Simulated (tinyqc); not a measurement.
Nuclear against electronic stopping over energy: ion implantation: universal nuclear stopping, Lindhard-Scharff electronic stopping and a Gaussian range profile. Computed by tinyqc, a small Python program. Command: `OMP_NUM_THREADS=1 python tinyqc.py 3018807 3018808 out.jsonl implant walk`. One thread of a shared host (Intel(R) Xeon(R) Processor @ 2.30GHz), about 0.05 s of CPU time with the checks.

An ion slows by elastic collisions with screened nuclei and by friction with electrons; channelling is ignored and the target is uniform.

Inputs (values chosen for the exercise, modelled on carbon ions in copper):

| quantity | value | unit |
|---|---|---|
| ion atomic number Z1 | 6 | - |
| ion mass M1 | 12 | u |
| target atomic number Z2 | 29 | - |
| target mass M2 | 63.55 | u |
| target density N | 84.9 | 1/nm^3 |
| scale factor of electronic stopping k | 1.1 | - |

Method:
- Reduced energy eps = 32.53 M2 E/(Z1 Z2 (M1 + M2)(Z1^0.23 + Z2^0.23)), E in keV; s_n = ln(1 + 1.1383 eps)/(2 (eps + 0.01321 eps^0.21226 + 0.19593 eps^0.5)) for eps up to 30 and ln(eps)/(2 eps) above; S_n = 8.462 Z1 Z2 M1 s_n/((M1 + M2)(Z1^0.23 + Z2^0.23)) in 1e-15 eV cm^2.
- S_e = k 3.83 Z1^(7/6) Z2/(Z1^(2/3) + Z2^(2/3))^(3/2) sqrt(E/M1) in 1e-15 eV cm^2, E in keV.
- Path length R = int_0^E dE'/(N (S_n + S_e)); energy lost to nuclei nu = int_0^E S_n/(S_n + S_e) dE' (both with E' = E y^3 and 64 Gauss-Legendre points in y).

Stopping (1e-15 eV cm^2) and range:

| E (keV) | eps | S_n | S_e | R (nm) | nu/E |
|---|---|---|---|---|---|
| 1 | 4.2740e-02 | 16.772 | 6.27 | 8.96 | 0.75660 |
| 2 | 8.5480e-02 | 19.594 | 8.87 | 13.50 | 0.73179 |
| 5 | 2.1370e-01 | 22.051 | 14.03 | 24.32 | 0.68073 |
| 10 | 4.2740e-01 | 22.239 | 19.84 | 39.30 | 0.62390 |
| 20 | 8.5480e-01 | 20.593 | 28.05 | 65.14 | 0.54776 |
| 50 | 2.1370e+00 | 16.070 | 44.35 | 129.67 | 0.41888 |
| 100 | 4.2740e+00 | 11.969 | 62.72 | 216.80 | 0.31192 |
| 200 | 8.5480e+00 | 8.250 | 88.71 | 354.05 | 0.21375 |
| 500 | 2.1370e+01 | 4.606 | 140.26 | 646.43 | 0.11600 |

What does the comparison show, and why?

Nuclear stopping peaks near 10 keV among these rows (eps = 0.43; the universal curve peaks near 0.3). Electronic stopping overtakes it between 10 and 20 keV. The path length grows as E^0.59 at the low end and E^0.66 at the high end; constant stopping would give E^1, and stopping that rises with E, be it nuclear (below its peak) or electronic, gives a lower exponent.

Extremes, crossings and ranges named in words are read from the listed rows.
